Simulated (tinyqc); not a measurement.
# Schottky barrier on an n-type semiconductor with a surface-enhanced doping, non-linear Poisson equation by Newton steps: Capacitance-voltage profiling

One dimension, metal at x = 0, donor density C(x) = Nd + N0 exp(-x/Ls). Energies are counted from the electron Fermi level of the semiconductor and the conduction-band edge is Ec = -psi, so n = Nc exp(psi/Vt); holes follow the Fermi level of the metal, at -V, so p = Nv exp((V - psi - Eg)/Vt). Ends: psi(0) = V - phiB and psi = Vt ln(Nd/Nc) deep inside. Boltzmann statistics, full ionisation, no current, no image force in the Poisson equation.

The Poisson equation d/dx(eps0 eps_r dpsi/dx) = -q (p - n + C) is solved on a mesh of about 1000 nodes or more that ends in neutral material. C_s = q d/dV of the integral of n over x, from the linearised equation. Probed depth w = eps0 eps_r/C_s; apparent doping N_app = C_s^3/(q eps0 eps_r dC_s/dV), the derivative by central differences over +/- 0.02 V.

Parameters, values chosen for the exercise; band and dielectric values close to those of gallium phosphide:

| symbol | value | unit | meaning |
|---|---|---|---|
| T | 300 | K | temperature |
| Eg | 2.22 | eV | band gap |
| eps_r | 11.2 |  | relative permittivity |
| Nc | 1.78e19 | cm^-3 | conduction-band density of states at T |
| Nv | 1.89e19 | cm^-3 | valence-band density of states at T |
| Nd | 3.2e17 | cm^-3 | donor density deep in the semiconductor |
| phiB | 1.44 | eV | barrier height |
| N0 | 1.4e18 | cm^-3 | extra donor density at the surface |
| Ls | 37 | nm | decay length |

Constants: q = 1.602176634e-19 C, kB = 1.380649e-23 J/K, Vt = kB T/q, eps0 = 8.8541878128e-14 F/cm where lengths are in cm. Results are converted to the units shown.

Result of one run:
```
C_s (nF/cm^2)  w (nm)  N_app (cm^-3)  true C(w) (cm^-3)  |E_0| (kV/cm)
62.8              158        3.40e17            3.40e17         1.64e3
```

Which bias of the metal against the semiconductor V gave this result: 0, -2, -4, -5 or -8 V?

V = -8 V.

The whole series:
```
V (V)  C_s (nF/cm^2)  w (nm)  N_app (cm^-3)  true C(w) (cm^-3)  |E_0| (kV/cm)
0                245    40.5        7.91e17            7.89e17            762
-1               169    58.6        6.10e17            6.07e17            965
-2               132    75.4        5.05e17            5.02e17         1.12e3
-3               109    91.2        4.41e17            4.39e17         1.24e3
-4              93.4     106        4.01e17            3.99e17         1.34e3
-5              82.5     120        3.76e17            3.74e17         1.43e3
-6              74.2     134        3.59e17            3.58e17         1.50e3
-7              67.9     146        3.48e17            3.47e17         1.58e3
-8              62.8     158        3.40e17            3.40e17         1.64e3
```

C_s falls from 245 to 62.8 nF/cm^2 while the probed depth goes from 40.5 to 158 nm. The apparent doping falls from 7.91e17 to 3.40e17 cm^-3. It departs most from the true doping at that depth for V = -2 V, where it is 0.54 % above it; so the doping is read well over the depths probed.

Numbers from tinyqc (`OMP_NUM_THREADS=1 python tinyqc.py 2020074 2020075 out.jsonl`; about 0.1 s on one thread of a shared Intel Xeon 2.30GHz).
